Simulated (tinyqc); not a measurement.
Single-oscillator infrared dielectric function of a polar cubic crystal: one step, computed by the program tinyqc. Command: `OMP_NUM_THREADS=1 python tinyqc.py 3020557 3020558 out.jsonl infrared walk`. One thread of a shared host (Intel(R) Xeon(R) Processor @ 2.30GHz), about 0.01 s of CPU time with the checks.

One ion pair, charges +Z* and -Z*, in a cell of volume Omega = a^3. Frequencies omega are given as wavenumbers (1/cm); eps_s is the static dielectric constant.

Task: LO frequency and static constant from the Born charge. mu = M_A M_B/(M_A + M_B); ionic plasma term W^2 = 4 pi Z*^2 (e^2/(4 pi eps_0))/(Omega mu) in eV/(angstrom^2 u), turned into 1/cm by W = 15.6333042 x 33.35640952 x sqrt(W^2); omega_LO^2 = omega_TO^2 + W^2/eps_inf; eps_s = eps_inf + W^2/omega_TO^2; Szigeti charge 3 Z*/(eps_inf + 2); longitudinal (Callen) charge Z*/eps_inf.

Inputs (values chosen for the exercise, modelled on caesium chloride):

| quantity | value | unit |
|---|---|---|
| lattice constant a | 4.12 | angstrom |
| mass M_A | 132.9 | u |
| mass M_B | 35.45 | u |
| omega_TO | 98.8 | 1/cm |
| Born charge Z* | 1.3 | e |
| eps_inf | 2.63 | - |

Structure: caesium chloride. Free carriers: absent.

Constants: nu for 1 eV/(angstrom^2 u) = 15.6333042 THz; 1 THz = 33.35640952 1/cm; e^2/(4 pi eps_0) = 14.39964548 eV angstrom.

Give: reduced mass mu; W; omega_LO; eps_s; Szigeti charge; Callen charge.

Result:

reduced mass mu = 27.99 u

W = 206.1 1/cm

omega_LO = 161.0 1/cm

eps_s = 6.983

Szigeti charge = 0.8423 e

Callen charge = 0.4943 e

omega_LO/omega_TO = 1.629; the ions supply 62 % of eps_s, as in a strongly ionic or soft-mode crystal.
